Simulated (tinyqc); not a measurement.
Stark shift: double quantum well by finite differences.

Finite differences on points z_i at the centres of cells of width h: H_ii = (c/h^2)(1/m_(i-1/2) + 1/m_(i+1/2)) + V_i, H_(i,i+1) = -(c/h^2)/m_(i+1/2), where m_(i+1/2) is the mean of the masses at the two points (the end values are repeated outwards), psi = 0 on the points beyond both ends, c = hbar^2/2m0. The field adds e F (z - z0) with z0 the middle of the structure; 1 kV/cm = 1e-5 eV/angstrom.

Constants: hbar^2/2m0 = 3.80998211 eV angstrom^2.

Parameters, chosen for this exercise (out of a larger set: near those of a strained Si well in SiGe; not measured data): layers = ((15, 0.185, 0.922), (20, 0, 0.933), (5, 0.185, 0.922), (20, 0, 0.933), (15, 0.185, 0.922)) (each layer: thickness in angstrom, band edge in eV, mass in m0); hf = 0.3125 angstrom (cell width of the fine grid); Fs = (0, 16.7, 33.3, 50, 66.7, 83.3, 100) kV/cm (fields).

Fine grid. Perturbation theory: dE1 = e F z_11 - beta (e F)^2 with beta = sum_j z_1j^2/(E_j - E_1) over the 13 next levels at zero field, z from z0.

Levels against field:

| F (kV/cm) | E1 (eV) | E2 (eV) | dE1 (meV) | second order (meV) | <z - z0> (angstrom) | E2 - E1 (meV) |
|---|---|---|---|---|---|---|
| 0 | 0.0354 | 0.0546 | 0.00 | 0.00 | 0.0 | 19.1 |
| 16.7 | 0.0352 | 0.0548 | -0.22 | -0.22 | -2.6 | 19.5 |
| 33.3 | 0.0346 | 0.0553 | -0.84 | -0.88 | -4.9 | 20.7 |
| 50.0 | 0.0336 | 0.0562 | -1.82 | -1.98 | -6.8 | 22.6 |
| 66.7 | 0.0324 | 0.0573 | -3.08 | -3.52 | -8.2 | 24.9 |
| 83.3 | 0.0309 | 0.0585 | -4.54 | -5.49 | -9.3 | 27.6 |
| 100 | 0.0293 | 0.0599 | -6.16 | -7.91 | -10.2 | 30.6 |

z_11 = 0.00 angstrom
beta = 7909 angstrom^2/eV

At zero field the state is centred, so the shift starts as F^2; it turns linear only if the state is pulled to one side. At 100 kV/cm E1 has moved by -6.16 meV, where second order gives -7.91 meV; the two first part by more than 10 % at 66.7 kV/cm. The electron moves by -10.2 angstrom, against the rise of the potential. E2 - E1 grows with the field; the ends are 19.1 and 30.6 meV.

tinyqc: `OMP_NUM_THREADS=1 python tinyqc.py 1252631 1252632 out.jsonl`; about 0.02 s, one thread, shared Intel(R) Xeon(R) Processor @ 2.30GHz.
